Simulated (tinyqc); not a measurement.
Deep trap from a strong local potential in a two-band host (Koster-Slater model with semi-elliptic bands): one step, computed by the program tinyqc. Command: `OMP_NUM_THREADS=1 python tinyqc.py 3026176 3026177 out.jsonl deeptrap walk`. One thread of a shared host (Intel(R) Xeon(R) Processor @ 2.30GHz), about 0.03 s of CPU time with the checks.

The valence band spans -2 W_v to 0 and the conduction band E_g to E_g + 2 W_c. The orbital at the impurity site has weight f_v in the valence band and 1 - f_v in the conduction band, each spread as a semi-ellipse (2/(pi W^2)) sqrt(W^2 - x^2) about the band centre. The impurity adds U to this orbital. Spin is left out.

Problem. Green function at the trial energy. In the gap G(E) = f_v (2/W_v^2)[x - sqrt(x^2 - W_v^2)] - (1 - f_v)(2/W_c^2)[y - sqrt(y^2 - W_c^2)], x = E + W_v, y = E_g + W_c - E. The potential that would put a level at E is U = 1/G(E).

Inputs (values chosen for the exercise, with a gap close to that of AlN):
```
quantity                                value  unit
gap E_g                                  6.02    eV
half-width of the valence band W_v        3.5    eV
half-width of the conduction band W_c     3.8    eV
valence weight f_v of the site orbital   0.55     -
trial energy E                           4.38    eV
```

Impurity: attractive, donor-like.

Give: valence part; conduction part; G(E); potential needed.

Solution.

valence part = 0.073628 1/eV

conduction part = -0.096434 1/eV

G(E) = -0.022807 1/eV

potential needed = -43.846 eV
